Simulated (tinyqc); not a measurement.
Ways to converge the cycle: SCF convergence aids in the sto-3g basis, for BeH2, spin multiplicity 1. Computed by the program tinyqc with PySCF. 

Geometry (angstrom):
```
atom       x        y       z
Be    0.0000   0.0000  0.0000
H     0.0000   1.4960  0.0000
H     0.0000  -1.4960  0.0000
```

lowest restricted solution found by these runs and by PySCF = -15.533194 hartree

RHF with one setting changed at a time; a run stops when the energy changes by less than 1e-09 hartree and the error matrix is below 1e-5. The start is random orbitals. Damping d keeps d of the old density; a shift (hartree) raises the virtual levels; DIIS n extrapolates F over n matrices.

Largest element of the error matrix X^T (FDS - SDF) X:
```
iteration    plain  damping 0.3  damping 0.6  shift 0.4   DIIS 3   DIIS 8
1          2.4e+00      2.4e+00      2.4e+00    2.4e+00  2.4e+00  2.4e+00
2          3.5e-01      5.9e-01      1.3e+00    2.6e-01  3.5e-01  3.5e-01
3          3.3e-01      2.3e-01      7.9e-01    2.4e-01  3.3e-01  3.3e-01
4          4.3e-02      9.9e-02      5.0e-01    2.1e-01  1.3e-01  1.3e-01
5          2.0e-02      5.5e-02      3.2e-01    2.0e-01  1.5e-02  1.5e-02
6          9.9e-03      3.6e-02      2.0e-01    1.6e-01  5.2e-03  5.0e-03
8          2.5e-03      1.5e-02      8.5e-02    7.2e-02  1.9e-04  3.4e-04
10         6.3e-04      6.4e-03      4.3e-02    2.6e-02  5.1e-06  3.1e-06
14         4.0e-05      1.1e-03      1.8e-02    3.8e-03        -        -
20               -      8.7e-05      4.7e-03    3.8e-04        -        -
30               -            -      5.1e-04    1.1e-05        -        -
45               -            -      1.8e-05          -        -        -
```

How each run ends:
```
run          iterations  E (hartree)         state
plain                17    -15.53319  lowest found
damping 0.3          26    -15.53319  lowest found
damping 0.6          48    -15.53319  lowest found
shift 0.4            31    -15.53319  lowest found
DIIS 3               11    -15.53319  lowest found
DIIS 8               10    -15.53319  lowest found
```

6 of 6 runs reach the lowest restricted solution found, in 10 to 48 iterations (fastest: DIIS 8). Plain steps already contract here, so damping only slows them. DIIS 3 and DIIS 8 gain by cancelling the error over several earlier matrices, much as a quasi-Newton step does.
